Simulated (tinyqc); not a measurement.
Double-gate transistor, scale length and short-channel effects: effect of the body thickness.

A body of thickness ts between two insulators of thickness ti and two tied gates. Below threshold the potential that source and drain add obeys Laplace's equation and vanishes on the gate. Its lowest mode decays along the channel as exp(-k y); k is the smallest positive root of the matching condition at the interface, and the scale length is Lambda = pi/k.

k is the smallest positive root of f(k) = ei cos(k ti) cos(k ts/2) - eps_r sin(k ti) sin(k ts/2). Along the channel psi(y) = s + a exp(y/l) + b exp(-y/l) with psi(0) = Vbi, psi(L) = Vbi + Vds and l = 1/k = Lambda/pi; with A = Vbi - s, B = A + Vds, x = exp(-L/l): a = (B - A x) x/(1 - x^2), b = (A - B x)/(1 - x^2). The minimum is s + 2 sqrt(a b), at y = (l/2) ln(b/a). The long-channel potential follows the gate as s = sT + (Vg - VTL)/m, and the threshold VT is the gate voltage at which the minimum equals sT. Swing = m Vt ln 10/g at threshold, g = d(minimum)/ds = 1 - (b x + a)/((1 + x) sqrt(a b)). DIBL = [VT(0.05 V) - VT(Vds)]/(Vds - 0.05 V). sT and Vbi are held fixed; m = 1.

Inputs (values chosen for the exercise); permittivities: semiconductor close to that of silicon, insulator close to that of zirconium oxide:
```
symbol  value  unit                                     meaning
T         250     K                                 temperature
eps_r    11.6        relative permittivity of the semiconductor
ei       25.9            relative permittivity of the insulator
ti        6.9    nm                         insulator thickness
L          42    nm                              channel length
Vbi      0.91     V                     potential of the source
sT       0.47     V   potential of the barrier top at threshold
Vds       0.6     V                               drain voltage
```

Constants: q = 1.602176634e-19 C, kB = 1.380649e-23 J/K, Vt = kB T/q. Results are converted to the units shown.

Result of one run:
```
Lambda (nm)  L/Lambda  VT - VTL at Vds (mV)  DIBL (mV/V)  swing (mV/decade)
16.74           2.510                -27.40        15.74              51.79
```

Which body thickness ts gave this result: 3.9, 4.8, 6 or 9.4 nm?

ts = 6 nm.

The whole series:
```
ts (nm)  Lambda (nm)  L/Lambda  VT - VTL at Vds (mV)  DIBL (mV/V)  swing (mV/decade)
3.9            15.62     2.689                -20.47        11.74              51.24
4.8            16.08     2.611                -23.21        13.32              51.46
6              16.74     2.510                -27.40        15.74              51.79
7.5            17.62     2.384                -33.68        19.38              52.28
9.4            18.84     2.230                -43.55        25.12              53.06
12             20.70     2.029                -61.17        35.41              54.45
15             23.07     1.820                -88.09        51.26              56.54
```

As ts goes from 3.9 to 15 nm, Lambda rises from 15.6 to 23.1 nm, DIBL rises from 11.7 to 51.3 mV/V and the swing rises from 51.2 to 56.5 mV a decade. On average Lambda goes as ts^(0.29). At ts = 3.9 nm the semiconductor is under 4 nm thick, where quantum confinement shifts the threshold.

tinyqc, about 0.01 s, one thread, Intel Xeon 2.30GHz (shared host): `OMP_NUM_THREADS=1 python tinyqc.py 2420003 2420004 out.jsonl`
